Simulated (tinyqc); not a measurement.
# Haynes-Shockley experiment: drift, diffusion and decay of a minority-carrier pulse, step by step

A worked calculation. Computed by tinyqc, a small Python program that keeps every step. Command: `OMP_NUM_THREADS=1 python tinyqc.py 3111484 3111485 out.jsonl haynes walk`. One thread of a shared host (Intel(R) Xeon(R) Processor @ 2.30GHz), about 0.01 s of CPU time with the checks. Intermediate numbers are printed to about 6 digits and carried at full precision; extremes and crossings named in words are read from the listed rows.

A thin sheet of excess carriers is made at x = 0, t = 0 in a long uniform bar; injection is low, so the pulse moves with the minority mobility.

Inputs (values chosen for the exercise, modelled on holes in n-type silicon in a lightly doped bar):
```
quantity,value,unit
minority mobility mu,498,cm^2/(V s)
lifetime tau,32,microsecond
temperature T,300,K
field F,26,V/cm
distance d to the collector,0.8,cm
second distance d2,1.8,cm
injected sheet density N0,1.6e+10,1/cm^2
```

Constants: k_B = 8.617333262e-05 eV/K.

## Transport coefficients

D = mu k_B T/e, v = mu F. Transit time d/v, diffusion length sqrt(D tau), drift length v tau, Peclet number v d/D = e F d/(k_B T).

D = 12.8743 cm^2/s

drift velocity v = 12948 cm/s

transit time d/v = 61.7856 microsecond

diffusion length = 202.972 micrometre

drift length v tau = 0.414336 cm

Peclet number = 804.580

The pulse must travel 1.93 drift lengths.

## The signal at the collector

dn(x, t) = N0/sqrt(4 pi D t) exp(-(x - v t)^2/(4 D t) - t/tau). At fixed x the signal peaks where d ln(dn)/dt = 0: a t^2 + t/2 - x^2/(4 D) = 0 with a = v^2/(4 D) + 1/tau. The full width at half maximum is found by solving dn(x, t) = peak/2 on both sides of the peak.

time of the peak t_p = 61.4152 microsecond

peak density = 2.33802e+10 1/cm^3

width at half maximum = 7.19636 microsecond

The peak comes 0.60 % before d/v, since spreading and recombination both weaken the later part of the pulse.

## Shape in time

Times are 0.7, 0.8, 0.9, 0.95, 1, 1.05, 1.1, 1.2 and 1.4 t_p.

Signal at d:
```
t/t_p,t (microsecond),dn (1/cm^3),dn/peak
0.70,42.9906,1.20755e-01,5.16483e-12
0.80,49.1321,9.54378e+05,4.08199e-05
0.90,55.2736,2.47476e+09,1.05849e-01
0.95,58.3444,1.37359e+10,5.87502e-01
1.00,61.4152,2.33802e+10,1.00000e+00
1.05,64.4859,1.44499e+10,6.18041e-01
1.10,67.5567,3.72331e+09,1.59251e-01
1.20,73.6982,2.77493e+07,1.18687e-03
1.40,85.9812,2.18205e+00,9.33289e-11
```

At 0.9 and 1.1 t_p the signal is 0.106 and 0.159 of its peak: the trailing side is the wider one.

## Simple reading of the pulse

With w the full width at half maximum: mu = d/(F t_p); D = (w d)^2/(16 ln2 t_p^3); Einstein ratio D/mu against k_B T/e.

apparent mobility = 501.004 cm^2/(V s)

apparent D = 12.9013 cm^2/s

apparent D/mu = 25.7509 mV

error of mu = 0.603171 %

error of D = 0.209683 %

The true k_B T/e is 25.85 mV.

## Two distances

Differences remove part of the bias: mu = (d2 - d)/(F (t_p2 - t_p)). The time-integrated signal is A(x) = (N0/u) exp(x (v - u)/(2 D)), u = sqrt(v^2 + 4 D/tau); the simple lifetime is tau = (t_p2 - t_p)/ln(A(d)/A(d2)).

t_p2 = 138.279 microsecond

mobility from two distances = 500.385 cm^2/(V s)

area ratio A(d)/A(d2) = 11.1088

lifetime from areas = 31.9237 microsecond

Errors: mobility +0.48 % (one distance +0.60 %), lifetime -0.24 %.

## How the errors depend on the field

With w that width: mu = d/(F t_p); D = (w d)^2/(16 ln2 t_p^3). The field is scaled by the factors listed.

Errors of the simple reading:
```
factor,F (V/cm),v d/D,v^2 tau/(4 D),error of mu (%),error of D (%)
0.5,13.0,402.29,26.04,2.15061,0.413986
0.7,18.2,563.21,51.05,1.15246,0.298225
1.0,26.0,804.58,104.18,0.60317,0.209683
1.5,39.0,1206.87,234.40,0.29598,0.140105
2.5,65.0,2011.45,651.11,0.12649,0.084151
4.0,104.0,3218.32,1666.83,0.06107,0.052609
7.0,182.0,5632.06,5104.67,0.02755,0.030065
```

The error of mu falls from 2.15 to 0.0276 %. For large v d/D it is about D/(v d) + 2 D/(v^2 tau), here 0.0276 % in the last row: one part from spreading, one from recombination.

Checks made by the program: area of the signal against its closed form (relative difference below 1e-10).
